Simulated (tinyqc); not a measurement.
Inside a calculation: propagation of a band-gap error through k.p and effective-mass formulas. Values are carried at full precision from step to step, so a last printed digit may differ when a step is redone from the rounded ones.

Chain, for a gap E (the reference Eg or another value), with Ep and Dso kept: 1/me = 1 + Ep (E + 2 Dso/3)/(E (E + Dso)); g* = 2 - 2 Ep Dso/(3 E (E + Dso)); g1(E) = g1 + (Ep/3)(1/E - 1/Eg), g2(E) = g2 + (Ep/6)(1/E - 1/Eg), light hole 1/(g1 + 2 g2), heavy hole 1/(g1 - 2 g2) along [100]; optical constant ei(E) = 1 + (ei - 1)(EP/(EP + E - Eg))^2, static e0(E) = ei(E) + e0 - ei.

Constants: Ry = 13.60569312 eV; a0 (Bohr radius) = 0.5291772105 angstrom; kB = 8.617333262e-05 eV/K; hbar^2/2m0 = 3.80998211 eV angstrom^2.

Inputs chosen for the exercise (reference values near those of CdTe, gap at low temperature; not measured data):
- Eg = 1.604 eV (gap at Gamma to the s-like level)
- Dso = 0.927 eV (spin-orbit splitting)
- Ep = 18.5 eV (Kane energy)
- g1 = 5.32 (Luttinger gamma1)
- g2 = 1.7 (gamma2)
- e0 = 10.37 (static dielectric constant)
- ei = 7.12 (optical dielectric constant)
- EP = 5.3 eV (mean (Penn) gap)
- Eg2 = 0.882 eV (a wrong gap, of the size a semi-local functional can give)
- mh = 0.37 m0 (density-of-states mass of the holes)
- T = 77 K (temperature)
- k = 0.04 1/angstrom (wave vector)

## Masses, g factor and screening for both gaps

Evaluate the chain at Eg and at Eg2.

Band values at the two gaps:
```
quantity      at Eg   at Eg2  ratio
me          0.08988  0.05437  0.605
g*          -0.8162   -5.166      -
g1            5.320    8.467  1.592
g2            1.700    3.274  1.926
light hole   0.1147  0.06660  0.581
heavy hole   0.5208   0.5208  1.000
ei            7.120    9.203  1.293
e0            10.37    12.45  1.201
```

The gap is off by a factor of 0.55; the electron mass follows with 0.60 and the light hole with 0.58, while the heavy hole, which does not couple to the conduction level, keeps its value. The optical constant changes less, by +29 %, as it answers to the mean gap, which shifts by the same -0.72 eV on a base of 5.3 eV. g* moves by -4.35; remote bands, left out here, shift it by tenths or, where it is large, by some per cent.

## Binding energies and densities for both gaps

Donor: R = Ry me/e0^2, a_B = a0 e0/me, Mott density (0.26/a_B)^3. Nc, Nv = 2 (m kT/(4 pi c))^(3/2), c = hbar^2/2m0, ni = sqrt(Nc Nv) exp(-E/2kT). Exciton: Ry mu/e0^2 with 1/mu = 1/me + g1(E). 1 angstrom^-3 = 1e24 cm^-3.

Use the values of the table.

Results:
```
quantity                  at Eg     at Eg2     ratio
R (meV)                   11.37      4.771     0.419
a_B (angstrom)            61.05      121.2      1.99
Mott density (cm^-3)  7.723e+16  9.873e+15     0.128
Nc (cm^-3)            8.793e+16  4.137e+16     0.470
ni (cm^-3)            8.181e-36  2.383e-12  2.91e+23
exciton (meV)             7.693      3.267     0.425
```

Power laws carry the error on: the donor energy (me/e0^2) by a factor of 0.419, the Mott density (cube of me/e0) by 0.128. ni, with its exponential, changes by a factor of 2.91e+23, that is 23.5 decades.

## A scissor shift and what it does not mend

A rigid shift D = Eg - Eg2 of the conduction band restores the gap but leaves the curvature, so the mass stays me(Eg2); redoing the sum 1/m = 1 + Ep (E + 2 Dso/3)/(E (E + Dso)) with E = Eg and the same Ep gives another mass. For optics, eps2 at the edge goes as |p|^2/E^2: a rigid shift keeps the dipole elements p/E, while shifting the energies under unchanged p scales eps2 by (Eg2/Eg)^2.

shift D = 0.722 eV
mass under a rigid shift = 0.0544 m0
mass from the sum with the corrected gap = 0.0899 m0
factor on eps2 if p is left unscaled = 0.302

The rigid shift leaves the mass off by a factor of 0.60. The mass from the corrected gap is the reference me(Eg) here, because the exercise keeps Ep fixed; a real correction of the gap depends on k and changes Ep as well.

## Far from the edge the relative error shrinks

Two-level dispersion E(k) = sqrt(E^2/4 + Ep c k^2) - E/2 at k/4, k, 4k for both gaps, c = hbar^2/2m0.

Energies above the edge:
```
k (1/angstrom)  at Eg (eV)  at Eg2 (eV)  ratio
0.01000             0.0044       0.0079  1.807
0.04000             0.0675       0.1133  1.679
0.16000             0.7625       0.9728  1.276
```

The ratio tends to Eg/Eg2 = 1.82 at k = 0 and goes from 1.807 to 1.276: at large k both curves approach the same slope sqrt(Ep c), while their distance in eV grows towards |Eg - Eg2|/2.

## Checks

- Chain at E = Eg against the inputs g1, g2, ei, e0: they agree to 1e-10 or better.

Computed by tinyqc, a small Python program: `OMP_NUM_THREADS=1 python tinyqc.py 1880096 1880097 out.jsonl` (the numbers bound the seed that draws the inputs); one thread of a shared host (Intel(R) Xeon(R) Processor @ 2.30GHz), about 0.01 s for the whole set of steps.
